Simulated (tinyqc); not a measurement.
Solubility, supersaturation, precipitation and gettering of an impurity in a silicon-like host: one step, computed by the program tinyqc.

The wafer was saturated at T1 and is then held at T.

Problem. Solubility, diffusivity, supersaturation. C_eq(T) = N0 exp(S/k_B - H/(k_B T)); D(T) = D0 exp(-Q/(k_B T)); C0 = C_eq(T1). Supersaturation s = C0/C_eq(T); critical radius r* = 2 gamma/(C_p k_B T ln s); barrier W* = (4 pi/3) gamma r*^2. Strain energy is left out.

Inputs (values chosen for the exercise, modelled on cobalt in silicon):
```
quantity                                   value    unit
site density N0                            5e+22  1/cm^3
enthalpy of solution H                      2.75      eV
entropy of solution S                          7     k_B
diffusion prefactor D0                   0.00088  cm^2/s
migration energy Q                         0.533      eV
temperature of saturation T1                1350       K
anneal temperature T                        1138       K
impurity density in the precipitate C_p  6.6e+22  1/cm^3
interface energy gamma                       0.7   J/m^2
```

Constants: k_B = 8.617333262e-05 eV/K; k_B = 1.380649e-23 J/K.

Give: C0; C_eq(T); D(T); supersaturation s; critical radius r*; W*/(k_B T).

Solution.

C0 = 2.970e+15 1/cm^3

C_eq(T) = 3.633e+13 1/cm^3

D(T) = 3.837e-06 cm^2/s

supersaturation s = 81.75

critical radius r* = 0.3066 nm

W*/(k_B T) = 17.54

Caution: the barrier to homogeneous nucleation is below 35 k_B T for these inputs, so new precipitates would form and outnumber the fixed sinks assumed here. Caution: a critical radius of atomic size is outside the capillary model.
